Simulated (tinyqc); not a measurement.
Leakage currents through a thin dielectric: one step, computed by the program tinyqc. Command: `OMP_NUM_THREADS=1 python tinyqc.py 3003386 3003387 out.jsonl leak walk`. One thread of a shared host (Intel(R) Xeon(R) Processor @ 2.30GHz), about 0.01 s of CPU time with the checks.

Electrons leave an electrode with Fermi energy E_F above its band bottom; barriers are counted from the Fermi level, and both electrodes are alike.

Task: Thermal currents. Schottky emission J = A T^2 exp(-(phi_B - sqrt(e^3 F/(4 pi k_o eps_0)))/k_B T), A = 4 pi e m k_B^2/h^3 with the tunnelling mass; Poole-Frenkel J = sigma_0 F exp(-(phi_t - sqrt(e^3 F/(pi k_o eps_0)))/k_B T); both use the field F of the dielectric.

Inputs (values chosen for the exercise, modelled on a low-k dielectric):

| quantity | value | unit |
|---|---|---|
| barrier height phi_B | 2.42 | eV |
| tunnelling mass m | 0.47 | m_0 |
| optical permittivity k_o | 2 | - |
| trap depth phi_t | 1.1 | eV |
| Poole-Frenkel prefactor sigma_0 | 0.0046 | S/cm |
| temperature T | 398 | K |

Stack: single layer.

field F = 1.833333 MV/cm

Constants: e = 1.602176634e-19 C; eps_0 = 8.8541878128e-12 F/m; k_B = 8.617333262e-05 eV/K; m_0 = 9.1093837015e-31 kg; k_B = 1.380649e-23 J/K; h = 6.62607015e-34 J s.

Give: Schottky lowering; Poole-Frenkel lowering; Schottky current density; Poole-Frenkel current density.

Result:

Schottky lowering = 0.3633 eV

Poole-Frenkel lowering = 0.7266 eV

Schottky current density = 8.097e-20 A/cm^2

Poole-Frenkel current density = 0.1578 A/cm^2

The Poole-Frenkel lowering is twice the Schottky one, because the charge of a trap is fixed while an image charge moves with the electron.
